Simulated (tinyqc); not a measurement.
Worked calculation: two-mode optical phonons of a ternary alloy from two coupled oscillators. Computed by tinyqc, a small Python program that keeps every step. Command: `OMP_NUM_THREADS=1 python tinyqc.py 3018041 3018042 out.jsonl twomode walk`. One thread of a shared host (Intel(R) Xeon(R) Processor @ 2.30GHz), about 0.01 s of CPU time with the checks. Intermediate numbers are printed to about 6 digits and carried at full precision; extremes and crossings named in words are read from the listed rows.

An alloy A(x)B(1-x)C has an A-C and a B-C bond oscillator. Each TO frequency moves linearly from the impurity mode (dilute end) to the TO of the pure crystal; each strength is proportional to the number of bonds.

Inputs (values chosen for the exercise, for a model alloy):
```
quantity                  value  unit
omega_TO of pure AC         725  1/cm
omega_LO of pure AC         840  1/cm
omega_TO of pure BC         472  1/cm
omega_LO of pure BC         498  1/cm
eps_inf of AC              4.21     -
eps_inf of BC              11.2     -
impurity mode of A in BC    674  1/cm
impurity mode of B in AC    465  1/cm
fraction x of A            0.33     -
damping gamma               9.1  1/cm
electron mass m*            0.2   m_0
```

Constants: e^2/(4 pi eps_0) = 14.39964548 eV angstrom; hbar^2/(2 m_0) = 3.80998212 eV angstrom^2; 1 THz = 33.35640952 1/cm; h x 1 THz = 4.135667696 meV.

## The two oscillators

omega_1 = (impurity mode of A) + x (omega_TO,AC - impurity mode of A); omega_2 = (impurity mode of B) + (1 - x)(omega_TO,BC - impurity mode of B); eps_inf = x eps_AC + (1 - x) eps_BC; strengths W_1 = x eps_AC (omega_LO,AC^2 - omega_TO,AC^2), W_2 = (1 - x) eps_BC (omega_LO,BC^2 - omega_TO,BC^2).

omega_1 (A-C, TO) = 690.83 1/cm

omega_2 (B-C, TO) = 469.69 1/cm

eps_inf = 8.8933

W_1 = 250039 1/cm^2

W_2 = 189251 1/cm^2

## LO modes, coupled by the field

eps(omega) = eps_inf + W_1/(omega_1^2 - omega^2) + W_2/(omega_2^2 - omega^2) = 0 is the eigenproblem of the matrix [[omega_1^2 + W_1/eps_inf, sqrt(W_1 W_2)/eps_inf], [sqrt(W_1 W_2)/eps_inf, omega_2^2 + W_2/eps_inf]] for omega_LO^2. Uncoupled values keep the diagonal alone. eps_s = eps_inf + W_1/omega_1^2 + W_2/omega_2^2.

matrix (1/cm^2):
```
        1       2
1  505362   24460
2   24460  241889
```

lower LO mode = 489.528 1/cm

upper LO mode = 712.470 1/cm

uncoupled values (1/cm): 491.822  710.888

eps_s = 10.2751

The field pushes the upper mode up by 1.58 and the lower one down by 2.29 per cm; the lower LO stays between the two TO modes.

## Share of the polar coupling

The polar coupling of mode j is c_j = (u_j . sqrt(W))^2/(eps_inf^2 omega_j^2), u_j its eigenvector and omega_j here its LO frequency; the c_j add up to 1/eps_inf - 1/eps_s. Froehlich constant alpha_j = (e^2/(4 pi eps_0)) c_j k_j/(2 E_j), E_j = h c omega_j, k_j = sqrt(m* E_j/(hbar^2/(2 m_0))).

c_j, lower and upper mode: 0.00791691  0.00720443

share of the upper mode = 0.476441

alpha_j, lower and upper mode: 0.0530102  0.0399861

The upper mode holds 48 % of the coupling, against 38 % of the ionic part of eps_s for the upper oscillator: the field moves strength to the higher mode.

## Reflectivity

With damping, each denominator is omega_j^2 - omega^2 - i gamma omega; R = |(sqrt(eps) - 1)/(sqrt(eps) + 1)|^2.

Spectrum:
```
omega (1/cm)    Re eps    Im eps          R
442            17.0912   1.17752   0.373359
470            6.86860   44.0605   0.635971
480           -6.21438   7.20935   0.607217
490           0.720669   2.13058   0.142803
499            3.48903   1.06125   0.103156
649            12.3631  0.492722   0.310649
691            6.67356   39.7265   0.619771
702           -5.55441   5.66332   0.607523
712           0.195816   1.76836   0.166096
727            3.48310  0.631885  0.0955794
784            6.59842  0.102916   0.193265
```

## Modes across the composition range

The formulas are those given above.

Frequencies (1/cm):
```
x     TO, A-C  TO, B-C  lower LO  upper LO  coupling share of the upper LO    eps_s
0.02   675.02   471.86   497.510   676.155                        0.036268  12.3367
0.10   679.10   471.30   495.529   684.964                        0.169963  11.8098
0.20   684.20   470.60   492.987   696.471                        0.315450  11.1461
0.35   691.85   469.55   488.976   715.057                        0.498866  10.1403
0.50   699.50   468.50   484.617   735.825                        0.650684   9.1227
0.65   707.15   467.45   479.756   759.766                        0.778234   8.0938
0.80   714.80   466.40   474.173   788.536                        0.885670   7.0541
0.90   719.90   465.70   469.892   811.789                        0.947006   6.3550
0.98   723.98   465.14   466.036   833.857                        0.990095   5.7926
```

The upper LO moves from 676.2 to 833.9 and the lower from 497.5 to 466.0 per cm. At each dilute end one LO-TO pair closes onto an impurity mode. The upper LO shifts by +1.49 per cm for each per cent of x near the middle, which is how Raman spectra measure composition. Its share of the polar coupling passes one half between x = 0.35 and 0.5.

Checks made by the program: generalised Lyddane-Sachs-Teller relation (relative difference below 1e-10); sum of the couplings (relative difference below 1e-10).
